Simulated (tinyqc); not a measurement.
Inside a calculation. Model: reverse leakage of an n+-p junction: diffusion, generation, trap-assisted and band-to-band tunnelling.

Program tinyqc, `OMP_NUM_THREADS=1 python tinyqc.py 2290058 2290059 out.jsonl`; Intel Xeon 2.30GHz, shared host, one thread, about 0.01 s. Printed values are rounded; ~0 in a residual or rate marks an entry under 1e-11 of the largest of its column.

One-sided abrupt junction in the depletion approximation, x from the junction (0) to W on the p side, field F = F0 (1 - x/W). Flat quasi-Fermi levels, long p side. Traps generate through SRH with both lifetimes shortened by 1 + Gamma (Hurkx enhancement, form for moderate fields); band-to-band generation is local and needs a total bending above Eg.

Inputs (values chosen for the exercise); band and dielectric values close to those of silicon: temperature T = 300 K; band gap Eg = 1.12 eV; relative permittivity eps_r = 11.6; conduction-band density of states at T Nc = 2.85e19 cm^-3; valence-band density of states at T Nv = 2.66e19 cm^-3; acceptor density of the lighter side Na = 6e16 cm^-3; donor density of the heavier side Nd = 1e19 cm^-3; SRH lifetime of both carriers at zero field tau = 3e-7 s; trap level above the intrinsic level Et = 0 eV; tunnelling mass mt = 0.23 m0; electron diffusion coefficient on the lighter side Dn = 20 cm^2/s; band-to-band prefactor Ab = 3.3e14 cm^-0.5 V^-2.5 s^-1; band-to-band field constant Bb = 1.86e7 V/cm; reverse bias VR = 2.2 V.

Constants: q = 1.602176634e-19 C, kB = 1.380649e-23 J/K, hbar = 1.054571817e-34 J s, m0 = 9.1093837015e-31 kg, Vt = kB T/q, eps0 = 8.8541878128e-14 F/cm where lengths are in cm. Results are converted to the units shown.

Range of the model: The n+ side is degenerate, so Vbi from Boltzmann statistics is only a guide.

## Field, scales and diffusion current

ni = sqrt(Nc Nv) exp(-Eg/(2 Vt)), Eg in volts; Vbi = Vt ln(Na Nd/ni^2); W = sqrt(2 eps0 eps_r (Vbi + VR)/(q Na)); F0 = 2 (Vbi + VR)/W; FG = sqrt(24 mt m0 (kB T)^3)/(q hbar); J_diff = q ni^2 sqrt(Dn/tau)(1 - exp(-VR/Vt))/Na.

ni = 1.07715e10 cm^-3
Vbi = 0.935374 V
W = 258.841 nm
F0 = 242.263 kV/cm
FG = 353.781 kV/cm
J_diff = 2.52969e-12 A/cm^2

## Generation rates across the layer

u = (Vbi + VR)(1 - x/W)^2, p = Na exp(-u/Vt), n = Nd exp((u - Vbi - VR)/Vt); G0 = ni^2 (1 - exp(-VR/Vt))/(tau (n + p + 2 ni cosh(Et/Vt))); Gamma = 2 sqrt(3 pi)(F/FG) exp((F/FG)^2); trap-assisted part G0 Gamma; G_bb = Ab F^2.5 exp(-Bb/F) with F in V/cm, zero unless Vbi + VR > Eg. 12 equal steps.

```
point   x (nm)  F (kV/cm)     Gamma  G0 (cm^-3 s^-1)  G0 Gamma (cm^-3 s^-1)  G_bb (cm^-3 s^-1)
0        0.000    242.263   6.72003        3.86753e7              2.59899e8         4.32330e-6
1       21.570    222.074   5.71551       6.42552e15             3.67251e16         3.23686e-9
2       43.140    201.886   4.85247       1.79525e16             8.71141e16        5.87731e-13
3       64.710    181.697   4.10520       1.79525e16             7.36988e16                 ~0
4       86.280    161.509   3.45255       1.79525e16             6.19820e16                 ~0
5      107.850    141.320   2.87696       1.79525e16             5.16487e16                 ~0
6      129.420    121.132   2.36375       1.79525e16             4.24353e16                 ~0
7      150.990    100.943   1.90048       1.79168e16             3.40505e16                 ~0
8      172.560     80.754   1.47647       3.65481e15             5.39622e15                 ~0
9      194.130     60.566   1.08240       1.26175e13             1.36572e13                 ~0
10     215.700     40.377  0.709944       1.87235e11             1.32927e11                 ~0
11     237.270     20.189  0.351521       1.49644e10              5.26030e9                  0
12     258.841      0.000         0        6.44588e9                      0                  0
```

## Current components

Each current is q times the trapezoid sum of its rate; J adds J_diff; J_bb under 1e-8 of the sum is given as 0.

J_SRH = 4.07011e-8 A/cm^2
J_TAT = 1.35839e-7 A/cm^2
J_bb = 0 A/cm^2
J = 1.76543e-7 A/cm^2

A fine grid gives J = 1.824e-7 A/cm^2; the coarse sum is 3.2 % below it. On the fine grid the largest part is trap-assisted tunnelling (76.9 %). The simple estimate q ni W/(2 tau cosh(Et/Vt)) is 77 % above the fine-grid J_SRH of 4.205e-8 A/cm^2, since near both edges n or p is large enough to quench generation.
